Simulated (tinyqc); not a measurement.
Worked calculation: FCI on RHF in the 6-311g basis, for H2, spin multiplicity 1. One step of it, computed by the program tinyqc.

Problem. FCI: roots. Diagonalise (each vector has its largest component positive (the first on a tie)); all determinants have Ms = 0, so triplets appear too. The lowest singlet root is the correlation energy.

Occupation strings over the orbitals (2 doubly, a alpha, b beta, 0 empty; spin orbitals ordered 1a 1b 2a 2b ...): 200000 a0b000 a000b0 b0a000 b000a0 020000 0a0b00 0a000b 002000 00a0b0 0b0a00 000200 000a0b 00b0a0 000020 0b000a 000b0a 000002

H - E(HF) between determinants (hartree):
```
           200000     a0b000     a000b0     b0a000     b000a0     020000     0a0b00     0a000b
200000   0.000000   0.000000   0.000000   0.000000   0.000000   0.056264  -0.068525  -0.028924
a0b000   0.000000   0.572782  -0.056336  -0.054659  -0.046072   0.020256   0.037776   0.031268
a000b0   0.000000  -0.056336   2.574704  -0.046072  -0.080365  -0.003717   0.013273   0.093665
b0a000   0.000000  -0.054659  -0.046072   0.572782  -0.056336  -0.020256   0.001932  -0.016520
b000a0   0.000000  -0.046072  -0.080365  -0.056336   2.574704   0.003717  -0.011608  -0.029428
020000   0.056264   0.020256  -0.003717  -0.020256   0.003717   1.035185   0.158018   0.034806
0a0b00  -0.068525   0.037776   0.013273   0.001932  -0.011608   0.158018   1.304955  -0.187270
0a000b  -0.028924   0.031268   0.093665  -0.016520  -0.029428   0.034806  -0.187270   3.023286
002000   0.054659   0.090870  -0.038201  -0.090870   0.038201   0.035480   0.017212  -0.003077
00a0b0   0.046072  -0.038201  -0.007836  -0.059395   0.042332   0.004013  -0.018645   0.003575
0b0a00   0.068525   0.001932  -0.011608   0.037776   0.013273  -0.158018  -0.058502  -0.006366
000200   0.103062  -0.045581  -0.037440   0.045581   0.037440   0.058502   0.104865  -0.047470
000a0b   0.061883  -0.050606  -0.142359   0.029923   0.060496   0.006366  -0.047470   0.053753
00b0a0  -0.046072  -0.059395   0.042332  -0.038201  -0.007836  -0.004013   0.009552   0.011418
000020   0.080365  -0.042332  -0.041610   0.042332   0.041610   0.013438  -0.021300  -0.037108
0b000a   0.028924  -0.016520  -0.029428   0.031268   0.093665  -0.034806  -0.006366  -0.023773
000b0a  -0.061883   0.029923   0.060496  -0.050606  -0.142359  -0.006366  -0.011856   0.037189
000002   0.087088  -0.046205  -0.130931   0.046205   0.130931   0.023773  -0.037189  -0.030848

           002000     00a0b0     0b0a00     000200     000a0b     00b0a0     000020     0b000a
200000   0.054659   0.046072   0.068525   0.103062   0.061883  -0.046072   0.080365   0.028924
a0b000   0.090870  -0.038201   0.001932  -0.045581  -0.050606  -0.059395  -0.042332  -0.016520
a000b0  -0.038201  -0.007836  -0.011608  -0.037440  -0.142359   0.042332  -0.041610  -0.029428
b0a000  -0.090870  -0.059395   0.037776   0.045581   0.029923  -0.038201   0.042332   0.031268
b000a0   0.038201   0.042332   0.013273   0.037440   0.060496  -0.007836   0.041610   0.093665
020000   0.035480   0.004013  -0.158018   0.058502   0.006366  -0.004013   0.013438  -0.034806
0a0b00   0.017212  -0.018645  -0.058502   0.104865  -0.047470   0.009552  -0.021300  -0.006366
0a000b  -0.003077   0.003575  -0.006366  -0.047470   0.053753   0.011418  -0.037108  -0.023773
002000   1.318443  -0.123964  -0.017212   0.032112   0.022155   0.123964   0.035129   0.003077
00a0b0  -0.123964   3.140897   0.009552   0.014127   0.071407  -0.035129  -0.037298   0.011418
0b0a00  -0.017212   0.009552   1.304955  -0.104865  -0.011856  -0.018645   0.021300  -0.187270
000200   0.032112   0.014127  -0.104865   1.640015  -0.124992  -0.014127   0.047224   0.047470
000a0b   0.022155   0.071407  -0.011856  -0.124992   3.419050  -0.030810   0.085961   0.037189
00b0a0   0.123964  -0.035129  -0.018645  -0.014127  -0.030810   3.140897   0.037298   0.003575
000020   0.035129  -0.037298   0.021300   0.047224   0.085961   0.037298   5.203599   0.037108
0b000a   0.003077   0.011418  -0.187270   0.047470   0.037189   0.003575   0.037108   3.023286
000b0a  -0.022155  -0.030810  -0.047470   0.124992  -0.088641   0.071407  -0.085961   0.053753
000002   0.032496   0.089185   0.037189   0.088641  -0.017479  -0.089185   0.266876   0.030848

           000b0a     000002
200000  -0.061883   0.087088
a0b000   0.029923  -0.046205
a000b0   0.060496  -0.130931
b0a000  -0.050606   0.046205
b000a0  -0.142359   0.130931
020000  -0.006366   0.023773
0a0b00  -0.011856  -0.037189
0a000b   0.037189  -0.030848
002000  -0.022155   0.032496
00a0b0  -0.030810   0.089185
0b0a00  -0.047470   0.037189
000200   0.124992   0.088641
000a0b  -0.088641  -0.017479
00b0a0   0.071407  -0.089185
000020  -0.085961   0.266876
0b000a   0.053753   0.030848
000b0a   3.419050   0.017479
000002   0.017479   5.363458
```

Give: lowest roots of this matrix, relative to E(HF); lowest vectors; <S^2> of these roots; weight of the ground state by excitation level 0, 1, 2, ....

Solution.

lowest roots of this matrix, relative to E(HF) (hartree): -0.028  0.507  0.590  0.921  1.226  1.314  1.392  1.715

lowest vectors:
```
        root 1  root 2  root 3  root 4
200000   0.990   0.000   0.008   0.097
a0b000  -0.005   0.705   0.691  -0.003
a000b0  -0.005   0.036   0.006   0.006
b0a000   0.005   0.705  -0.691   0.003
b000a0   0.005   0.036  -0.006  -0.006
020000  -0.066   0.000  -0.036   0.883
0a0b00   0.062  -0.039  -0.032  -0.318
0a000b   0.013  -0.009  -0.014  -0.041
002000  -0.039   0.000  -0.181  -0.068
00a0b0  -0.014   0.026  -0.016  -0.011
0b0a00  -0.062  -0.039   0.032   0.318
000200  -0.067   0.000   0.077   0.005
000a0b  -0.019   0.005   0.024  -0.007
00b0a0   0.014   0.026   0.016   0.011
000020  -0.013   0.000   0.011  -0.007
0b000a  -0.013  -0.009   0.014   0.041
000b0a   0.019   0.005  -0.024   0.007
000002  -0.013   0.000   0.013  -0.011
```

<S^2> of these roots: 0.000  2.000  0.000  0.000  2.000  0.000  0.000  0.000

weight of the ground state by excitation level 0, 1, 2, ...: 0.980  0.000  0.020
